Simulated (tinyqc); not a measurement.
Changing the wafer spacing s: thermal and gravitational stress in a wafer during furnace and rapid thermal processing, and the onset of slip. Computed by tinyqc, a small Python program. Command: `OMP_NUM_THREADS=1 python tinyqc.py 3028569 3028570 out.jsonl slip sweep`. One thread of a shared host (Intel(R) Xeon(R) Processor @ 2.30GHz), about 0.01 s of CPU time with the checks.

A thin free disc in plane stress, isotropic; T(r) = T_centre + dT (r/R)^n with n = 2. Stress is positive in tension; sigma_SB = 5.670374419e-8 W/(m^2 K^4), g = 9.80665 m/s^2.

Inputs (values chosen for the exercise, modelled on silicon):
```
quantity                              value        unit
wafer radius R                          225          mm
thickness t                             925  micrometre
Young's modulus E                       153         GPa
expansion alpha                        4.13      1e-6/K
temperature T                          1225           K
prefactor A of the critical stress  0.00058         MPa
energy U of the critical stress        1.06          eV
density rho                            2330      kg/m^3
heat capacity c                         987    J/(kg K)
conductivity k                           23     W/(m K)
ramp rate                               2.7       K/min
```

Constants: k_B = 8.617333262e-05 eV/K.

Method. Critical resolved stress tau_c = A exp(U/(k_B T)), a form chosen for the exercise; slip when 0.492799 |s_tt(R)| > tau_c; allowed |dT| = tau_c (n + 2)/(0.492799 n alpha E). In a stack heated from the rim, heat flows inward by conduction and by radiation between wafers: k_eff = k + (16/3) sigma_SB T^3 s^2/t (a diffusion estimate with the spacing as path length). A steady ramp gives the parabolic lag dT = rho c (ramp) R^2/(4 k_eff); the allowed ramp uses n = 2.

One run for each value:
```
wafer spacing s (mm)  allowed ramp rate (K/min)  k_eff (W/(m K))  lag of the centre (K)
2.0                                        4.48             25.4                  51.56
2.9                                        4.95             28.1                  46.69
4.3                                        6.01             34.1                  38.40
6.4                                        8.40             47.6                  27.51
9.4                                       13.42             76.1                  17.21
14.0                                      24.82            140.8                   9.30
20.0                                      46.44            263.4                   4.97
30.0                                      99.42            563.9                   2.32
```

Over the rows, allowed ramp rate (K/min) rises from 4.48 to 99.4 (exponent d ln y / d ln x 0.27 between the first rows and 1.9 between the last); k_eff (W/(m K)) rises from 25.4 to 564 (exponent d ln y / d ln x 0.27 between the first rows and 1.9 between the last); lag of the centre (K) falls from 51.6 to 2.32 (exponent d ln y / d ln x -0.27 between the first rows and -1.9 between the last).
